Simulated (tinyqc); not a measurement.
Tersoff bond-order potential: one step, computed by the program tinyqc.

E = (1/2) sum_(i, j != i) [A exp(-lambda r_ij) - b_ij B exp(-mu r_ij)], b_ij = (1 + (beta zeta_ij)^n)^(-1/(2n)), zeta_ij = sum_(k != i, j) g(theta_ijk), g = 1 + c^2/d^2 - c^2/(d^2 + (h - cos theta)^2), with theta at atom i. Only nearest neighbours count (cut-off function 1 for them, 0 beyond).

Task: Unrelaxed vacancy. Each of the four neighbours loses one bond; its three other bonds now have zeta = 2 g, for the direction that starts at it. E_v = -E + 12 x (1/2)(b(3g) - b(2g)) B exp(-mu r), where -E is the pair-like cost.

Inputs (values chosen for the exercise, modelled on carbon):
```
quantity     value        unit
B           340.93          eV
mu          2.2119  1/angstrom
beta      1.57e-07           -
n           0.7281           -
```

zeta = 554725.6

energy per atom of the diamond lattice = -7.347920 eV

bond order b = 0.8982549

bond length = 1.545068 angstrom

Give: b(2g); unrelaxed vacancy energy E_v.

Result:

b(2g) = 0.92180

unrelaxed vacancy energy E_v = 5.7684 eV

Stronger back bonds return 1.579 eV, so E_v is 79 % of the cohesive energy.
